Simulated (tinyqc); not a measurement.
# From peak of G_p/omega back to trap density D_0

Model: MOS capacitor with interface traps: C-V stretch-out, conductance peak and subthreshold swing. Computed by tinyqc, a small Python program. Command: `OMP_NUM_THREADS=1 python tinyqc.py 3000494 3000495 out.jsonl mostraps inv`. One thread of a shared host (Intel(R) Xeon(R) Processor @ 2.30GHz), about 0.02 s of CPU time with the checks.

Energies at the interface are counted from the valence band. psi > 0 means bending towards depletion, so the surface potential is +psi. Boltzmann statistics, full ionisation, no quantum confinement. Traps are neutral when filled up to E_n, with a sharp (zero-temperature) occupation.

Inputs (values chosen for the exercise, modelled on germanium, with an insulator like Si3N4):

| quantity | value | unit |
|---|---|---|
| gap E_g | 0.671 | eV |
| electron mass m_e | 0.225 | m_0 |
| valleys M_c | 4 | - |
| hole mass m_h | 0.327 | m_0 |
| dielectric constant eps_s | 16.3 | - |
| doping N | 9.9e+16 | cm^-3 |
| insulator constant eps_ox | 7.18 | - |
| insulator thickness t_ox | 4.9 | nm |
| work-function difference phi_ms | -0.41 | V |
| fixed charge N_f | 1.6e+11 | cm^-2 |
| neutrality level E_n | 0.233 | eV |
| capture cross-section sigma | 4e-16 | cm^2 |
| band bending towards depletion psi | 0.32 | V |
| temperature T | 400 | K |

Substrate: p-type. Trap spectrum: flat.

Constants: m_0 = 9.1093837015e-31 kg; k_B = 1.380649e-23 J/K; h = 6.62607015e-34 J s; k_B = 8.617333262e-05 eV/K; eps_0 = 8.8541878128e-12 F/m; e = 1.602176634e-19 C.

Method:
- N_c = 2 M_c (2 pi m_e k_B T/h^2)^(3/2) and N_v = 2 (2 pi m_h k_B T/h^2)^(3/2), masses in units of m_0.
- n_i = sqrt(N_c N_v) exp(-E_g/2 k_B T); E_F = k_B T ln(N_v/N); phi_B = (k_B T/e) ln(N/n_i); L_D = sqrt(eps_s eps_0 k_B T/(e^2 N)); C_ox = eps_ox eps_0/t_ox.
- With u = psi/k_B T and r = (n_i/N)^2: F = sqrt(exp(-u) + u - 1 + r (exp(u) - u - 1)); Q_s = -sign(u) sqrt(2) eps_s eps_0 (k_B T/e) F/L_D; C_s = (eps_s eps_0/(sqrt(2) L_D)) |1 - exp(-u) + r (exp(u) - 1)|/F; at high frequency, below strong inversion, the terms in r are dropped.
- D(E) = D_0.
- E_F at the interface is E_s = E_F + psi; Q_it = -e int from E_n to E_s of D(E) dE; C_it = e D(E_s) (per volt); V_G = phi_ms + psi - (Q_s + Q_it + e N_f)/C_ox.
- v = sqrt(3 k_B T/m) with the majority mass; surface density n_s = N exp(-psi/k_B T); tau = 1/(sigma v n_s); for a continuum of levels G_p/omega = C_it ln(1 + omega^2 tau^2)/(2 omega tau), which peaks at omega tau = 1.98, the frequency 1.98/(2 pi tau); potential fluctuations are left out.

Question. A run gave the result below. Find the trap density D_0, known to lie between 1.6e+11 and 4e+11 cm^-2 eV^-1.

peak of G_p/omega = 0.01507882 microF/cm^2

Answer.

Each step takes the trial c = (a f_b - b f_a)/(f_b - f_a), f being the result less the target and a, b, c the logarithms of the listed values; c replaces end b, the old b replaces a if the sign of f changed, and otherwise f_a is halved.

Scan of the range:

| trap density D_0 (cm^-2 eV^-1) | peak of G_p/omega (microF/cm^2) |
|---|---|
| 1.60e+11 | 0.0103147 |
| 1.86e+11 | 0.0119909 |
| 2.17e+11 | 0.0139893 |
| 2.53e+11 | 0.0163101 |
| 2.95e+11 | 0.0190178 |
| 3.43e+11 | 0.0221122 |
| 4.00e+11 | 0.0257868 |

False position (Illinois rule, in the logarithm of the input) inside the bracket:

| step | end a | end b | trial | peak of G_p/omega (microF/cm^2) |
|---|---|---|---|---|
| 1 | 2.17000e+11 | 2.53000e+11 | 2.33213e+11 | 0.0150345 |
| 2 | 2.53000e+11 | 2.33213e+11 | 2.33873e+11 | 0.0150771 |
| 3 | 2.53000e+11 | 2.33873e+11 | 2.33924e+11 | 0.0150804 |
| 4 | 2.33873e+11 | 2.33924e+11 | 2.33900e+11 | 0.0150788 |
| 5 | 2.33924e+11 | 2.33900e+11 | 2.33900e+11 | 0.0150788 |

Peak of G_p/omega rises at every point of a 13-point scan of the range (every second point is shown), so one value fits; it is bracketed by 2.17e11 and 2.53e11. The scan shows a pure power law with exponent 1.0000, so scaling from any one row also gives the answer directly. Answer: trap density D_0 = 2.339e11 cm^-2 eV^-1.

Caution: near and beyond midgap the traps also exchange with the minority band, so this majority-carrier time constant and peak do not apply.
